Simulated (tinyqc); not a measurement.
Hot carriers by balance equations with a heated Maxwellian: one step, computed by the program tinyqc.

The carriers follow a Maxwellian at an electron temperature T_e, slightly displaced; the drift energy is neglected against k_B T_e. The balance averages the rate, not the time, so mu_0 lies below the relaxation-time value.

Question. Equilibrium values. Parabolic band: E = hbar^2 k^2/(2 m), speed v = hbar k/m, states per spin, volume and energy g(E) = m k/(2 pi^2 hbar^2). Masses are multiplied by m_0 and all formulas are in SI units. Phonon occupation N_q = 1/(exp(hbar w/(k_B T)) - 1). Acoustic deformation potential (elastic, equipartition, absorption and emission together): 1/tau = 2 pi k_B T D_A^2 g(E)/(hbar rho v_l^2). Optical or intervalley deformation potential: 1/tau = (pi Z_f D_o^2/(rho w)) [N_q g(E + hbar w) + (N_q + 1) g(E - hbar w)], with g = 0 below the band edge. Averages over the Maxwellian, <y> = int y x^(1/2) exp(-x) dx / int x^(1/2) exp(-x) dx with x = E/(k_B T_e), split at x_0 = hbar w/(k_B T_e): 64 Gauss-Legendre points in sqrt(x) below it and 128 in sqrt(x - x_0) above it, up to x = 32. Momentum balance: mu(T_e) = e/(m nu), nu = <x (sum of rates)>/<x>. Power lost per carrier: P(T_e) = hbar w <emission rate - absorption rate> + <(2 m v_l^2/(k_B T)) (E - 2 k_B T) acoustic rate>. Energy relaxation time at weak heating: tau_E = (3/2) k_B / (dP/dT_e), the derivative by a central difference of +/- 0.5 K at T_e = T.

Inputs (values chosen for the exercise, for a model non-polar semiconductor):
```
quantity                                          value       unit
effective mass m                                  0.651        m_0
density rho                                        3170     kg/m^3
sound velocity v_l                                 5960        m/s
acoustic deformation potential D_A                  5.9         eV
phonon energy hbar w                               77.1        meV
optical or intervalley deformation potential D_o    6.3  1e8 eV/cm
final valleys Z_f                                     5          -
lattice temperature T                               150          K
```

Band: parabolic. Solver: damped fixed point.

Constants: k_B = 8.617333262e-05 eV/K; k_B = 1.380649e-23 J/K; e = 1.602176634e-19 C; hbar = 1.054571817e-34 J s; m_0 = 9.1093837015e-31 kg; hbar = 6.582119569e-16 eV s.

Give: low-field mobility mu_0; energy relaxation time tau_E.

Answer.

low-field mobility mu_0 = 1284 cm^2/(V s)

energy relaxation time tau_E = 1.055 ps

tau_E is 2.22 times the momentum relaxation time m mu_0/e: energy is lost more slowly than direction, which is why carriers heat.
